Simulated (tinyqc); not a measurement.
# All-pass ring resonator: several studies

A ring of length L = 2 pi Rr coupled to one bus waveguide: round-trip amplitude a = 10^(-al L/20), self-coupling t = sqrt(1 - k2). At detuning d from the resonance the round-trip phase is p = 2 pi d/FSR and the transmission T = (a^2 - 2 a t cos p + t^2)/(1 - 2 a t cos p + a^2 t^2). Lossless coupler, linear absorption only.

Values chosen for this exercise; values close to those of silicon nitride waveguides: cold resonance wavelength lam = 1310 nm; ring radius Rr = 50 um; group index ng = 2.08; propagation loss al = 0.37 dB/cm; power coupling k2 = 0.0088; thermo-optic change of the effective index dT = 2.3e-5 1/K; thermal resistance Rt = 10 K/mW; share of the loss that heats the ring fa = 0.55; input power Pin = 0.013 mW.

Constants: c = 299792458 m/s. Results are converted to the units shown.

Each table varies one quantity; the others keep the values above.

## Line shape, cold and heated

FSR = lam^2/(ng L). The lost power (1 - T) Pin heats the ring by Rt fa (1 - T) Pin and shifts the resonance to longer wavelength by s = (lam dT/ng) times that rise; d = dl - s. The hot columns give T for the smallest and the largest self-consistent shift.

Result of one run:
```
dl (pm),"T, cold",roots,smallest s (pm),T there,largest s (pm),T there 
0,0.2864,1,0.6839,0.3397,0.6839,0.3397
```

What becomes of these results when the laser detuning from the cold resonance dl is changed from 0 to -1.9 pm, all else the same?

Result of the changed run:
```
dl (pm),"T, cold",roots,smallest s (pm),T there,largest s (pm),T there 
-1.9,0.5604,1,0.3882,0.6252,0.3882,0.6252
```

The whole series:
```
dl (pm),"T, cold",roots,smallest s (pm),T there,largest s (pm),T there 
-7.2,0.9283,1,0.07294,0.9296,0.07294,0.9296
-3.9,0.8032,1,0.1901,0.8165,0.1901,0.8165
-1.9,0.5604,1,0.3882,0.6252,0.3882,0.6252
0,0.2864,1,0.6839,0.3397,0.6839,0.3397
1.4,0.4668,1,0.6781,0.3453,0.6781,0.3453
2.9,0.7090,1,0.3479,0.6641,0.3479,0.6641
4.3,0.8298,1,0.1886,0.8179,0.1886,0.8179
6.3,0.9091,1,0.09669,0.9066,0.09669,0.9066
8.7,0.9493,1,0.05314,0.9487,0.05314,0.9487
12,0.9724,1,0.02871,0.9723,0.02871,0.9723
```

The cold line has FWHM = 4.81 pm and its dip at dl = 0; heated, the deepest listed dip lies at dl = 0 pm, and the largest possible shift is 0.739 pm, 0.15 FWHM. No listed row is bistable.

## Effect of the power coupling

FSR = lam^2/(ng L), finesse F = pi sqrt(a t)/(1 - a t), FWHM = FSR/F, Q = lam/FWHM, Tmin = (a - t)^2/(1 - a t)^2, power build-up k2 a^2/(1 - a t)^2, optical bandwidth c/(lam Q).

The same in every row: a = 0.9987.

Results:
```
k2,t,Q,Tmin,build-up,bandwidth (GHz)
0.00033,0.9998,1.042e6,0.6091,145.9,0.2195
0.00057,0.9997,9.653e5,0.4209,216.1,0.2371
0.00097,0.9995,8.594e5,0.2188,291.5,0.2663
0.0028,0.9986,5.719e5,5.406e-4,372.9,0.4002
0.0048,0.9976,4.186e5,0.08130,342.8,0.5468
0.0083,0.9958,2.846e5,0.2640,274.6,0.8040
0.014,0.9930,1.868e5,0.4636,200.1,1.225
0.024,0.9879,1.162e5,0.6424,133.4,1.969
```

Estimate the missing row, k2 = 0.0017.

Computed row:
```
k2,t,Q,Tmin,build-up,bandwidth (GHz)
0.0017,0.9991,7.159e5,0.04960,354.6,0.3197
```

With this row back in the table: As k2 goes from 0.00033 to 0.024, Q falls from 1.04e6 to 1.16e5, Tmin goes from 0.609 through a minimum of 5.41e-4 (at k2 = 0.0028 among the rows listed) to 0.642 and the build-up goes from 146 through a maximum of 373 (at k2 = 0.0028 among the rows listed) to 133. The ring is overcoupled (t < a) in 5 of the 9 rows; the dip is deepest where t and a cross.

## Effect of the ring radius

Same model as above.

The same in every row: t = 0.9956.

Results:
```
Rr (um),a,Q,Tmin,build-up,bandwidth (GHz)
17,0.9995,1.093e5,0.6615,371.8,2.094
27,0.9993,1.646e5,0.5169,334.0,1.391
44,0.9988,2.464e5,0.3355,281.8,0.9288
71,0.9981,3.521e5,0.1589,220.9,0.6499
190,0.9949,6.265e5,0.004908,97.34,0.3653
300,0.9920,7.553e5,0.08409,56.58,0.3030
```

Estimate the missing row, Rr = 110 um.

Computed row:
```
Rr (um),a,Q,Tmin,build-up,bandwidth (GHz)
110,0.9971,4.682e5,0.04014,162.5,0.4888
```

With this row back in the table: As Rr goes from 17 to 300 um, Q rises from 1.09e5 to 7.55e5, Tmin goes from 0.661 through a minimum of 0.00491 (at Rr = 190 um among the rows listed) to 0.0841 and the build-up falls from 372 to 56.6. The ring is overcoupled (t < a) in 5 of the 7 rows; the dip is deepest where t and a cross. Bend loss, which grows for small rings, is left out.

tinyqc, about 0.01 s, one thread, Intel Xeon 2.30GHz (shared host): `OMP_NUM_THREADS=1 python tinyqc.py 2650110 2650111 out.jsonl`
